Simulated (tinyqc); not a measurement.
On-chip interconnect, size-dependent resistivity and RC delay: course in time.

A rectangular line between two neighbours and two ground planes. Surface and grain-boundary scattering are added to the bulk resistivity as corrections; capacitances are parallel-plate values without fringing; inductance is ignored.

7 equal pi sections: series Rs = r Lw/7; node capacitances c Lw/7, halved at nodes 0 and 7, with Cl added to node 7; Rd feeds node 0. Elmore delay of node k: the sum, over the resistors on the path to k, of resistance times all capacitance downstream of it.

A 1 V step is applied behind Rd at t = 0. C dv/dt = -G v + b, with G the conductance matrix of the ladder (1/Rs between neighbours, 1/Rd added at node 0) and b = (1 V/Rd, 0, ...). Trapezoidal step: (C/dt + G/2) v(new) = (C/dt - G/2) v + b. The last column solves the same ladder exactly by its modes.

Inputs (values chosen for the exercise): driver resistance Rd = 2000 ohm; time step dt = 26 ps.

Rs = 2965.73 ohm

| node | C (fF) |
|---|---|
| 0 | 0.451564 |
| 1 | 0.903127 |
| 2 | 0.903127 |
| 3 | 0.903127 |
| 4 | 0.903127 |
| 5 | 0.903127 |
| 6 | 0.903127 |
| 7 | 1.30156 |

Voltages (V):

| t (ps) | node 0 | node 3 | node 7 | node 7, exact |
|---|---|---|---|---|
| 26.000 | 1.5228 | 0.39878 | 0.09199 | 0.11703 |
| 52.000 | 0.3851 | 0.64820 | 0.33354 | 0.34778 |
| 78.000 | 1.4113 | 0.65947 | 0.54253 | 0.52701 |
| 104.00 | 0.5401 | 0.81788 | 0.65601 | 0.65746 |
| 130.00 | 1.3461 | 0.82558 | 0.75709 | 0.75196 |
| 156.00 | 0.6376 | 0.90137 | 0.82362 | 0.82039 |
| 182.00 | 1.2941 | 0.91262 | 0.87160 | 0.86994 |
| 208.00 | 0.7059 | 0.94525 | 0.90901 | 0.90582 |
| 234.00 | 1.2505 | 0.95752 | 0.93257 | 0.93180 |
| 260.00 | 0.7568 | 0.96862 | 0.95277 | 0.95062 |
| 286.00 | 1.2137 | 0.98045 | 0.96479 | 0.96424 |
| 312.00 | 0.7964 | 0.98129 | 0.97535 | 0.97411 |

What do the numbers show?

The far end of the ladder reaches 0.5 V at 73.52 ps, 0.753 of its Elmore delay (ln 2 = 0.693 for a single pole); the slowest mode has a time constant of 80.55 ps. The largest error of the trapezoidal steps at that node is 25 mV. Node 0 swings up and down from step to step: the trapezoidal rule does not damp modes much faster than dt, so these swings are numerical.

Range of the model: The metal width is under the mean free path, where the thick-limit surface term and the simple sum of corrections lose accuracy.

tinyqc, about 0.01 s, one thread, Intel Xeon 2.30GHz (shared host): `OMP_NUM_THREADS=1 python tinyqc.py 2100066 2100067 out.jsonl`
